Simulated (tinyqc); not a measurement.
From results back to parameters: Koster-Slater impurity in an sp3s* host.

Problem. In the Koster-Slater model a defect shifts the s level of its site by Vs and the p levels by Vp; an A1 level solves 1/Vs = G_s(E) and a T2 level 1/Vp = G_p(E), E from the top of the valence band. A defect has an A1 level at E = 0.1857 eV, one of the energies of the table, and a T2 level at 0.5571 eV.

G(E) of the host (1/eV):

| E (eV) | G_s | G_p |
|---|---|---|
| 0.0000 | -0.1437274 | 0.0159263 |
| 0.0929 | -0.1652971 | -0.0106609 |
| 0.1857 | -0.1911393 | -0.0341064 |
| 0.2786 | -0.2229310 | -0.0578581 |
| 0.3714 | -0.2633895 | -0.0839862 |
| 0.4643 | -0.3173086 | -0.1149297 |
| 0.5571 | -0.3942603 | -0.1549025 |
| 0.6500 | -0.5178041 | -0.2136569 |
| 0.7428 | -0.7848202 | -0.3275681 |

Find: Vs, Vp.

Solution. Read G_s and G_p at the two energies and invert them. Vs is attractive and pulls its level down from the conduction bands. Vp is attractive and pulls its level down from the conduction bands.

Vs, Vp (eV): -5.2  -6.5

Program tinyqc; command `OMP_NUM_THREADS=1 python tinyqc.py 1450797 1450798 out.jsonl`; about 0.04 s on one thread of a shared Intel(R) Xeon(R) Processor @ 2.30GHz.
